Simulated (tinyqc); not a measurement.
Worked calculation: virtual-crystal alloy in the empirical-pseudopotential method. Values are carried at full precision from step to step, so a last printed digit may differ when a step is redone from the rounded ones.

Virtual crystal A(1-x)B(x): a = (1 - x) a_A + x a_B. Rule linear: V = (1 - x) V_A + x V_B. Rule volume: V = [(1 - x) a_A^3 V_A + x a_B^3 V_B]/a^3, since a form factor is an atomic potential divided by the cell volume.

Constants: hbar^2/2m0 = 3.80998211 eV angstrom^2; Ry = 13.60569312 eV.

Parameters, chosen for this exercise (classic local form factors of the size used for Si (A) and Ge (B), which place X and L only to a few tenths of an eV; not measured data): a = (5.425, 5.656) angstrom (lattice constants of A, B); VSA = (-0.215, 0.041, 0.08) Ry (symmetric form factors of A); VAA = (0, 0, 0) Ry (antisymmetric form factors of A); VSB = (-0.235, 0.01, 0.061) Ry (symmetric form factors of B); VAB = (0, 0, 0) Ry (antisymmetric form factors of B); rule = volume (mixing rule); x = 0.46 (fraction of B).

## The virtual crystal

Form a, the two weights and the form factors.

a = 5.5313 angstrom

weights of A and B: 0.50947  0.49183

VS at 3, 8, 11 (Ry): -0.22512  0.02581  0.07076

VA at 3, 4, 11 (Ry): 0.00000  0.00000  0.00000

## The six lowest plane waves at X

Empirical pseudopotential on the fcc lattice, atoms at +/- tau, tau = a (1,1,1)/8, no spin-orbit coupling. H(G,G') = c (2 pi/a)^2 |k + G|^2 delta + VS(q) cos(q.tau) + i VA(q) sin(q.tau), q = G - G', c = hbar^2/2m0; k and G in units of 2 pi/a; VS at |q|^2 = 3, 8, 11 and VA at 3, 4, 11, in rydberg, zero elsewhere. At each k the basis holds all G with |k + G|^2 up to 16; energies are counted from the fourth level at Gamma.

k = (1,0,0) with the small basis G = (0,0,0), (-2,0,0), (-1,1,1), (-1,-1,-1), (-1,1,-1), (-1,-1,1) in place of the full one.

H in this small basis (eV), lower triangle:
```
           000    -200  -1+1+1  -1-1-1  -1+1-1  -1-1+1
000      4.916
-200         0   4.916
-1+1+1  -2.166   2.166   9.833
-1-1-1   2.166  -2.166  -0.351   9.833
-1+1-1  -2.166  -2.166       0       0   9.833
-1-1+1  -2.166  -2.166       0       0   0.351   9.833
```

## Levels in the small basis

Diagonalise; the gap between the fourth and fifth level is a first estimate of the direct gap at X.

levels (absolute scale of H) (eV): 2.481  2.481  9.481  9.481  12.619  12.619

gap = 3.138 eV

The full basis gives 3.939 eV for this gap.

## The lowest conduction band along Gamma-X and at L

Full basis at each k.

Levels (eV):
```
k           band 3  band 4  band 5  band 6
L           -1.189  -1.189   1.479   4.158
(0.00,0,0)   0.000   0.000   2.670   3.491
(0.20,0,0)  -0.507  -0.507   2.928   3.804
(0.40,0,0)  -1.388  -1.388   2.007   4.249
(0.60,0,0)  -2.159  -2.159   1.318   2.873
(0.70,0,0)  -2.433  -2.433   1.113   2.259
(0.80,0,0)  -2.630  -2.630   1.016   1.768
(0.85,0,0)  -2.695  -2.695   1.007   1.572
(0.90,0,0)  -2.745  -2.745   1.026   1.401
(1.00,0,0)  -2.786  -2.786   1.153   1.153
```

On these points band 5 is lowest at (0.85,0,0), 1.007 eV above the valence top: in this model the gap is indirect, by a margin of 1663 meV.

## Checks

- Fifth band at (0.85,0,0) against the equivalent point (0,0,-0.85), on the absolute scale of H (eV): both 10.9864.

(tinyqc, `OMP_NUM_THREADS=1 python tinyqc.py 1080454 1080455 out.jsonl`, Intel(R) Xeon(R) Processor @ 2.30GHz, 1 thread, shared host, about 0.2 s.)
